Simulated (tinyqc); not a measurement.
MOSFET with velocity saturation and source resistance: one step of the calculation.

Strong inversion, charge Q = Cox (Vg - m V) at channel potential V with Vg the gate overdrive, and drift velocity v = mu E/(1 + mu E/vsat). Integrating along the channel gives I = mu Cox (1/L)(Vg Vd - m Vd^2/2)/(1 + Vd/Vc) per width, Vc = vsat L/mu, which peaks at Vdsat. Units: I in uA/um, Rs in ohm um, so the drop over Rs is 1e-6 I Rs volts.

Question. Saturation current with source resistance. Vg = Vgs - I Rs - VT (0 if negative), mu = mu0/(1 + th Vg), Vc = vsat L/mu, x = sqrt(1 + 2 Vg/(m Vc)), Vdsat = 2 Vg/(m (1 + x)), Isat = Cox vsat Vg (x - 1)/(x + 1) per width. I(new) = Isat.

Values chosen for this exercise:
```
symbol,value,unit,meaning
Cox,1.78,uF/cm^2,gate capacitance
mu0,300,cm^2/(V s),mobility at low gate voltage
th,0.2,1/V,mobility degradation
vsat,8.5e6,cm/s,saturation velocity
m,1.37,,body factor
VT,0.47,V,threshold
L,0.13,um,channel length
Rs,50,ohm um,source resistance
Vgs,1.2,V,gate voltage
```

I at the start = 0 uA/um

Find: Vg; mu; Vc; Vdsat; Isat; I after iteration 1.

Answer.

Vg = 0.73000 V
mu = 261.78 cm^2/(V s)
Vc = 0.42211 V
Vdsat = 0.37037 V
Isat = 336.79 uA/um
I after iteration 1 = 336.79 uA/um

Numbers from tinyqc (`OMP_NUM_THREADS=1 python tinyqc.py 2500064 2500065 out.jsonl`; about 0.01 s on one thread of a shared Intel Xeon 2.30GHz).
